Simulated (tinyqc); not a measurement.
# Electron mobility in a silicon inversion layer, empirical terms and Matthiessen rule: two studies

Inversion layer of sheet density Ns on a uniformly doped body. The mobility terms are empirical power laws with prefactors chosen for the exercise; adding their inverses (Matthiessen) is itself an approximation.

Parameters, values chosen for the exercise; material values close to those of silicon:
```
symbol,value,unit,meaning
T,325,K,temperature
Eg,1.12,eV,band gap
eps_r,11.6,,relative permittivity of the semiconductor
Nc,3.22e19,cm^-3,conduction-band density of states at T
Nv,3.01e19,cm^-3,valence-band density of states at T
Vsb,1,V,reverse body bias
eta,0.5,,weight of the inversion charge in the effective field
Ap,442,cm^2/(V s),phonon-limited mobility at 1 MV/cm and 300 K
As,1050,cm^2/(V s),roughness-limited mobility at 1 MV/cm
gs,2,,exponent of the roughness term
Ac,3800,cm^2/(V s),Coulomb prefactor
Nit,3e11,cm^-2,charge at the interface
Ns,1.1e12,cm^-2,inversion density
```

Constants: q = 1.602176634e-19 C, kB = 1.380649e-23 J/K, Vt = kB T/q, eps0 = 8.8541878128e-14 F/cm where lengths are in cm. Results are converted to the units shown.

Each table varies one quantity; the others keep the values above.

## Effect of the body doping

ni = sqrt(Nc Nv) exp(-Eg/(2 Vt)), Eg in volts; Ndep = sqrt(2 eps0 eps_r Nb (2 Vt ln(Nb/ni) + Vsb)/q); E = q (Ndep + eta Ns)/(eps0 eps_r), in MV/cm. With t = T/(300 K): muC = Ac (Ns/1e12 cm^-2) t/(Nb/1e17 cm^-3 + Nit/1e11 cm^-2), muP = Ap E^(-1/3) t^(-1.75), muS = As E^(-gs); 1/mu is the sum of the inverses.

Effect of the body doping:

| Nb (cm^-3) | E (MV/cm) | muC (cm^2/(V s)) | muP (cm^2/(V s)) | muS (cm^2/(V s)) | mu (cm^2/(V s)) |
|---|---|---|---|---|---|
| 2e16 | 0.18904 | 1415.1 | 669.48 | 29382 | 447.55 |
| 4.4e16 | 0.24090 | 1316.4 | 617.51 | 18094 | 410.79 |
| 9.7e16 | 0.31898 | 1140.6 | 562.34 | 10320 | 363.39 |
| 2.1e17 | 0.43300 | 887.91 | 507.88 | 5600.3 | 305.46 |
| 4.7e17 | 0.61155 | 588.10 | 452.67 | 2807.5 | 234.43 |
| 1e18 | 0.86125 | 348.33 | 403.84 | 1415.6 | 165.20 |
| 2.3e18 | 1.2760 | 174.17 | 354.25 | 644.92 | 98.862 |
| 5e18 | 1.8598 | 85.440 | 312.44 | 303.55 | 54.948 |

What does the comparison show?

As Nb goes from 2e16 to 5e18 cm^-3, E rises from 0.189 to 1.86 MV/cm and mu falls from 448 to 54.9 cm^2/(V s). The smallest term is the phonon one in the first row and the Coulomb one in the last. At Nb = 5e18 cm^-3 E passes 1.5 MV/cm, beyond the usual range of such laws.

## Universality: two dopings at the same effective field

Same model as above.

For each E, Ns is chosen to give that field on bodies with Nb = 2e16 and 1.6e17 cm^-3; the last column leaves out muC.

Universality: two dopings at the same effective field:

| E (MV/cm) | Ns, light body (cm^-2) | mu, light (cm^2/(V s)) | Ns, heavy body (cm^-2) | mu, heavy (cm^2/(V s)) | without muC (cm^2/(V s)) |
|---|---|---|---|---|---|
| 0.32 | 2.779e12 | 463.5 | 2.332e11 | 150.0 | 532.6 |
| 0.395 | 3.741e12 | 441.3 | 1.195e12 | 334.1 | 485.9 |
| 0.488 | 4.933e12 | 410.9 | 2.387e12 | 364.4 | 439.4 |
| 0.602 | 6.395e12 | 375.3 | 3.849e12 | 353.0 | 393.3 |
| 0.744 | 8.215e12 | 335.6 | 5.669e12 | 324.4 | 346.6 |
| 0.918 | 1.045e13 | 293.6 | 7.900e12 | 287.9 | 300.1 |
| 1.13 | 1.316e13 | 250.9 | 1.062e13 | 248.0 | 254.7 |
| 1.4 | 1.663e13 | 207.3 | 1.408e13 | 205.9 | 209.3 |

The heavily doped body has 0.324 of the mobility of the light one in the first row and 0.993 in the last; there they lie 1.6 % below and 0.97 % below the curve without Coulomb scattering, which depends on E alone. The heavy body leaves that curve at low E because its field comes mostly from depletion charge and few carriers screen.

tinyqc, about 0.01 s, one thread, Intel Xeon 2.30GHz (shared host): `OMP_NUM_THREADS=1 python tinyqc.py 2510013 2510014 out.jsonl`
